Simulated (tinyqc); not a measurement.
X-ray photoelectron analysis of a thin oxide on a semiconductor: attenuation lengths, thickness, angle series and band offsets: one step, computed by the program tinyqc. Command: `OMP_NUM_THREADS=1 python tinyqc.py 3110944 3110945 out.jsonl xps walk`. One thread of a shared host (Intel(R) Xeon(R) Processor @ 2.30GHz), about 0.01 s of CPU time with the checks.

The same element is seen in the oxide and in the substrate, at nearly the same kinetic energy; films are flat and uniform, and the work function is ignored.

Task: Peak ratio. R_0 = (rho_o/M_o) L_o/((rho_s/M_s) L_s); peak ratio R = I_ox/I_sub = R_0 [exp(d/(L_o cos theta)) - 1]; hence d = L_o cos theta ln(1 + R/R_0). A carbon layer weakens both peaks alike, by exp(-d_C/(L_o cos theta)) if its L is taken equal to L_o. This R_0 leaves out intrinsic losses from the substrate peak, so calibrated values can be larger.

Inputs (values chosen for the exercise, modelled on SiO2 on silicon): oxide density = 2.26 g/cm^3; oxide formula mass = 60.08 g/mol; substrate density = 2.33 g/cm^3; substrate formula mass = 28.09 g/mol; oxide thickness d = 1 nm; emission angle from the normal = 15 degrees; carbon overlayer = 0.78 nm.

L in the oxide = 3.602550 nm

L in the substrate = 2.873477 nm

Give: R_0; d/(L_o cos theta); ratio R; oxide share of the counts; attenuation by carbon; depth 3 L_o cos theta.

Result:

R_0 = 0.5686

d/(L_o cos theta) = 0.2874

ratio R = 0.1893

oxide share of the counts = 0.1592

attenuation by carbon = 0.7992

depth 3 L_o cos theta = 10.44 nm
